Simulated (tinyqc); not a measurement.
Schottky emission and Poole-Frenkel conduction in an insulator, and how to tell them apart: two steps of the calculation.

Schottky emission (electrode-limited): J = As T^2 exp[-(pb - b sqrt(F))/Vt], b = sqrt(q/(4 pi eps0 ei)). Poole-Frenkel emission (bulk-limited): J = s0 F exp[-(pt - 2 b sqrt(F))/Vt]. F in V/cm.

Values chosen for this exercise; dielectric values close to those of zirconium oxide:
```
symbol  value          unit                               meaning
T         300             K                           temperature
ei       4.61                high-frequency relative permittivity
es       25.1                        static relative permittivity
pt        1.3            eV                            trap depth
s0      0.062          S/cm               Poole-Frenkel prefactor
pb        0.9            eV                     electrode barrier
As         62  A/(cm^2 K^2)                   Richardson constant
F         2.4         MV/cm                                 field
```

Constants: q = 1.602176634e-19 C, kB = 1.380649e-23 J/K, Vt = kB T/q, eps0 = 8.8541878128e-14 F/cm where lengths are in cm. Results are converted to the units shown.

Question 1. Both currents at one field. Lowerings b sqrt(F) and 2 b sqrt(F); the image-force maximum lies at sqrt(q/(16 pi eps0 ei F)) from the electrode.

Give: Schottky lowering; position of the barrier top; Poole-Frenkel lowering; J, Schottky; J, Poole-Frenkel.

Answer 1.

Schottky lowering = 273.8 meV
position of the barrier top = 0.5704 nm
Poole-Frenkel lowering = 547.6 meV
J, Schottky = 1.686e-4 A/cm^2
J, Poole-Frenkel = 3.410e-8 A/cm^2

Injection and bulk transport act in series, so the smaller capacity limits the current: here the bulk, by a factor of 4940.

Question 2. Which mechanism made these data. The data come from another sample of the same dielectric, in which one mechanism alone limits the current. Fit straight lines by least squares: ln J on sqrt(F) (Schottky plot, slope b/Vt) and ln(J/F) on sqrt(F) (Poole-Frenkel plot, slope 2 b/Vt), F in V/cm, and read a permittivity from each slope. The right mechanism gives a value near ei, and in any case between ei and es.

```
point  F (MV/cm)  J (A/cm^2)
0           1.12   1.723e-10
1           1.97    3.402e-8
2           2.81    2.021e-6
3           3.66    6.705e-5
4            4.5    0.001421
```

Find: slope of the Schottky plot; permittivity read as Schottky; slope of the Poole-Frenkel plot; permittivity read as Poole-Frenkel.

Answer 2.

slope of the Schottky plot = 0.014977 (cm/V)^0.5
permittivity read as Schottky = 0.96057
slope of the Poole-Frenkel plot = 0.013673 (cm/V)^0.5
permittivity read as Poole-Frenkel = 4.6100

Both plots are nearly straight, so straightness decides nothing. Read as Poole-Frenkel the data give 4.61, which matches ei = 4.61; read as Schottky they give 0.961, below 1 and impossible. The data are Poole-Frenkel.

Program tinyqc, `OMP_NUM_THREADS=1 python tinyqc.py 2370022 2370023 out.jsonl`; Intel Xeon 2.30GHz, shared host, one thread, about 0.01 s.
